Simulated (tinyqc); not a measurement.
# Bandgap voltage reference from two bipolar transistors: output against temperature

Two transistors of area 1 and N carry the same current I. Is(T) = Is (T/T0)^eta exp[(Vg0 q/kB)(1/T0 - 1/T)], VBE1 = Vt ln(I/Is(T)) + I rb, VBE2 = Vt ln(I/(N Is(T))) + I rb/N. The amplifier forces I R1(T) = VBE1 - VBE2 + Vos, with R(T) = R (1 + tc (T - T0)) for both resistors, and the output is Vref = VBE1 + I R2(T). Base currents and the Early effect are neglected.

Vt = kB T/q; I = (Vt ln N + Vos)/(R1(T) - rb (1 - 1/N)).

Values chosen for this exercise; values of the order met in silicon bipolar transistors:
- T0 = 300 K (reference temperature)
- Vg0 = 1.149 V (band-gap voltage extrapolated to 0 K)
- eta = 4.4 (temperature exponent of the saturation current)
- Is = 2e-16 A (saturation current of the unit transistor at T0)
- N = 24 (area ratio of the second transistor)
- R1 = 3.6 kohm (resistor across which the difference of VBE falls, at T0)
- tc = 1000 ppm/K (temperature coefficient of both resistors)
- Vos = 2.3 mV (offset of the amplifier)
- rb = 0 ohm (series resistance of the unit transistor)
- R2 = 26.21 kohm (output resistor at T0)

Constants: q = 1.602176634e-19 C, kB = 1.380649e-23 J/K. Results are converted to the units shown.

Output against temperature:

| T (K) | I (uA) | VBE1 (V) | I R2 (V) | Vref (V) | Vref - Vref(T0) (mV) | dVref/dT (uV/K) |
|---|---|---|---|---|---|---|
| 218 | 18.76 | 0.8151 | 0.4514 | 1.266 | -7.350 | 145.4 |
| 233 | 19.68 | 0.7872 | 0.4813 | 1.268 | -5.335 | 123.5 |
| 253 | 20.87 | 0.7495 | 0.5212 | 1.271 | -3.142 | 96.14 |
| 273 | 22.00 | 0.7113 | 0.5611 | 1.272 | -1.476 | 70.75 |
| 298 | 23.36 | 0.6628 | 0.6109 | 1.274 | -0.08041 | 41.33 |
| 323 | 24.64 | 0.6137 | 0.6608 | 1.274 | 0.6085 | 14.12 |
| 348 | 25.87 | 0.5639 | 0.7106 | 1.274 | 0.6411 | -11.22 |
| 373 | 27.04 | 0.5134 | 0.7605 | 1.274 | 0.06120 | -34.92 |
| 398 | 28.16 | 0.4624 | 0.8103 | 1.273 | -1.093 | -57.19 |
| 423 | 29.22 | 0.4109 | 0.8602 | 1.271 | -2.788 | -78.21 |

VBE1 falls by 1.97 mV/K on average and I R2 rises by 1.99 mV/K. The slope of Vref vanishes at T = 337 K. Between 233 and 398 K Vref spans 6.04 mV, or 28.8 ppm/K by the box method (span over the average over T, over 165 K).

Computed by the program tinyqc: `OMP_NUM_THREADS=1 python tinyqc.py 2062123 2062124 out.jsonl`, one thread of a shared Intel Xeon 2.30GHz, about 0.02 s for the whole run.
